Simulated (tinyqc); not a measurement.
Trap-assisted generation and recombination current of an abrupt junction: one step, computed by the program tinyqc. Command: `OMP_NUM_THREADS=1 python tinyqc.py 3029180 3029181 out.jsonl junctionleak walk`. One thread of a shared host (Intel(R) Xeon(R) Processor @ 2.30GHz), about 0.01 s of CPU time with the checks.

Depletion approximation, flat quasi-Fermi levels across the depleted layer, long neutral regions with minority lifetimes tau_n and tau_p, full ionisation and Boltzmann statistics. Voltages in exponents stand for e V.

Problem. Field enhancement at the peak field. Both capture times are divided by 1 + Gamma, Gamma = 2 sqrt(3 pi) (F/F_G) exp((F/F_G)^2), F_G = sqrt(24 m_t (k_B T)^3)/(e hbar) (the low-field Hurkx form), F being the local field, linear in x from 0 at the edges to F_m.

Inputs (values chosen for the exercise, for a model semiconductor): gap E_g = 0.725 eV; electron mass m_e = 0.0357 m_0; valleys M_c = 1; donor density N_D = 8.1e+18 cm^-3; temperature T = 400 K; tunnelling mass m_t = 0.19 m_0.

Field enhancement: Hurkx tunnelling factor.

peak field F_m = 447637.1 V/cm

Constants: m_0 = 9.1093837015e-31 kg; k_B = 1.380649e-23 J/K; e = 1.602176634e-19 C; hbar = 1.054571817e-34 J s.

Give: F_G; Gamma at F_m.

Solution.

F_G = 4.951e+05 V/cm

Gamma at F_m = 12.58

Caution: one side is doped near or above its effective density of states, so Boltzmann statistics understate V_bi. Caution: at such a field avalanche multiplication or band-to-band tunnelling, left out here, may dominate the reverse current.
